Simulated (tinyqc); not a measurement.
## Surface Green function of a square-lattice strip three rows wide, Sancho-Rubio decimation: densities of states against energy

A semi-infinite lead of cells 0, 1, 2, ... with H0 inside a cell and H1 = <cell i|H|cell i + 1>. A cell is one column of three sites. z = E + i eta.

Start with e_s = e = H0, a = H1, b = H1^dagger. Each round: g = (z - e)^(-1); e_s <- e_s + a g b; e <- e + a g b + b g a; a <- a g a; b <- b g b (all with the old a, b). Round k joins cells 2^k apart. Stop when the largest entry of the matrices a and b is below 1e-12 eV; g_s = (z - e_s)^(-1), bulk (z - e)^(-1), density of states -Im Tr/pi. Here eta = 0.001 eV. Open modes are the crossings of E with the bands of H0 + H1 exp(ik) + H1^dagger exp(-ik) for 0 < k < pi.

H0 (eV):

|  | 1 | 2 | 3 |
|---|---|---|---|
| 1 | 0.11 | -0.45 | 0 |
| 2 | -0.45 | -0.25 | -0.45 |
| 3 | 0 | -0.45 | 0.32 |

H1 (eV):

|  | 1 | 2 | 3 |
|---|---|---|---|
| 1 | -1 | 0 | 0 |
| 2 | 0 | -1 | 0 |
| 3 | 0 | 0 | -1 |

Result of one run:

| E (eV) | open modes | rounds | surface (1/eV) | bulk (1/eV) |
|---|---|---|---|---|
| -0.28 | 3 | 16 | 0.8992 | 0.5080 |

What becomes of these results when the energy E is changed from -0.28 to -1.36 eV, all else the same?

Result of the changed run:

| E (eV) | open modes | rounds | surface (1/eV) | bulk (1/eV) |
|---|---|---|---|---|
| -1.36 | 2 | 16 | 0.4994 | 0.4353 |

The whole series:

| E (eV) | open modes | rounds | surface (1/eV) | bulk (1/eV) |
|---|---|---|---|---|
| -2.97 | 0 | 6 | 2.539e-4 | 6.891e-4 |
| -2.43 | 1 | 15 | 0.1594 | 0.3180 |
| -1.89 | 1 | 16 | 0.2560 | 0.2012 |
| -1.36 | 2 | 16 | 0.4994 | 0.4353 |
| -0.82 | 3 | 16 | 0.8020 | 0.5845 |
| -0.28 | 3 | 16 | 0.8992 | 0.5080 |
| 0.26 | 3 | 16 | 0.9084 | 0.5033 |
| 0.79 | 3 | 16 | 0.8341 | 0.5643 |
| 1.33 | 2 | 16 | 0.5642 | 0.3772 |
| 1.87 | 2 | 16 | 0.4310 | 0.4867 |
| 2.41 | 1 | 15 | 0.1588 | 0.3202 |
| 2.94 | 0 | 6 | 2.859e-4 | 7.787e-4 |

The bands of the infinite lead run over -2.70 to 1.30, -1.80 to 2.20, -1.32 to 2.68 eV. The rounds lie between 6 and 16, 6.0 on average outside the bands and 15.8 inside. The surface density of states is largest at E = 0.26 eV among the rows (0.908 1/eV, bulk 0.503).

Computed by the program tinyqc: `OMP_NUM_THREADS=1 python tinyqc.py 2680121 2680122 out.jsonl`, one thread of a shared Intel Xeon 2.30GHz, about 0.1 s for the whole run.
